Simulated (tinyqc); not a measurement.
Metal-interlayer-semiconductor contact, depinning against tunnelling resistance: two steps of the calculation.

Zero bias, n-type semiconductor. Gap states at the semiconductor surface thin out as exp(-be ti), which unpins the barrier; electrons must then cross the interlayer (a rectangular barrier, no voltage drop across it) and the parabolic depleted layer, both by WKB. Energies E are counted from the Fermi level; no image force, parabolic bands.

Parameters, values chosen for the exercise; semiconductor values close to those of germanium; interlayer mass of the order of that in strontium titanate, offset chosen freely:
```
symbol    value   unit                                                           meaning
T           300      K                                                       temperature
Eg        0.638     eV                                                          band gap
eps_r      15.5                                                    relative permittivity
chi        4.01     eV                                                 electron affinity
Nc      1.04e19  cm^-3                            conduction-band density of states at T
mt         0.12     m0                              tunnelling mass in the semiconductor
mA         1.08     m0                                                   Richardson mass
Nd       3.5e19  cm^-3                                                     donor density
E0        0.088     eV                    charge-neutrality level above the valence band
S0         0.05                                        pinning factor without interlayer
phiM       4.07     eV                                               metal work function
ti          0.3     nm                                              interlayer thickness
dE         0.18     eV  conduction-band offset of the interlayer above the semiconductor
mi         0.61     m0                                 tunnelling mass in the interlayer
be          5.2   1/nm               decay constant of gap states through the interlayer
```

Constants: q = 1.602176634e-19 C, kB = 1.380649e-23 J/K, eps0 = 8.8541878128e-12 F/m, hbar = 1.054571817e-34 J s, h = 6.62607015e-34 J s, m0 = 9.1093837015e-31 kg, Vt = kB T/q, hbar^2/(2 m0) = 0.0380998212 eV nm^2. Results are converted to the units shown.

Problem 1. Pinning, barrier and scales. S = 1/(1 + (1/S0 - 1) exp(-be ti)); phiB = S (phiM - chi) + (1 - S)(Eg - E0); xi = Ec - EF deep inside, from Nd = Nc F(-xi/Vt), F(x) = (2/sqrt(pi)) int_0^infinity sqrt(u) du/(1 + exp(u - x)); band bending U = phiB - xi; E00 = (hbar/2) sqrt(Nd/(eps0 eps_r mt m0)) in volts; A = 4 pi q mA m0 kB^2/h^3.

Wanted: S; phiB; xi; U; E00; A.

Solution 1.

S = 0.20030
phiB = 0.45185 eV
xi = -0.060816 eV
U = 0.51267 eV
E00 = 0.080539 eV
A = 129.79 A/(cm^2 K^2)

Problem 2. Exponents and integrand on an energy grid. With U = phiB - xi: for xi < E < phiB, y = (E - xi)/U and G1 = (U/E00) [sqrt(1 - y) - y ln((1 + sqrt(1 - y))/sqrt(y))], G1 = 0 above phiB; G2 = 2 ti sqrt(mi max(phiB + dE - E, 0)/C), C = hbar^2/(2 m0); f = 1/(1 + exp(E/Vt)); integrand exp(-G1 - G2) f.

```
point,E (eV)
0,-0.06
1,-0.025
2,0.01
3,0.045
4,0.08
5,0.115
6,0.15
7,0.185
8,0.22
9,0.255
10,0.29
11,0.325
12,0.36
```

phiB = 0.45185446 eV
xi = -0.060815591 eV
E00 = 0.080538744 eV

Wanted: G1; G2; f; integrand.

Solution 2.

```
point,G1,G2,f,integrand (1e-4)
0,6.3208,1.9969,0.91059,2.2232
1,5.2471,1.9458,0.72453,5.4478
2,4.4619,1.8932,0.40448,7.0296
3,3.7971,1.8392,0.14923,5.3215
4,3.2145,1.7835,0.043333,2.9258
5,2.6958,1.7260,0.011562,1.3890
6,2.2308,1.6665,0.0030116,0.6113
7,1.8129,1.6049,7.7947e-4,0.2555
8,1.4381,1.5407,2.0141e-4,0.1024
9,1.1037,1.4738,5.2019e-5,0.0395
10,0.8082,1.4037,1.3434e-5,0.0147
11,0.5514,1.3299,3.4693e-6,0.0053
12,0.3344,1.2518,8.9591e-7,0.0018
```

tinyqc, about 0.03 s, one thread, Intel Xeon 2.30GHz (shared host): `OMP_NUM_THREADS=1 python tinyqc.py 2270003 2270004 out.jsonl`
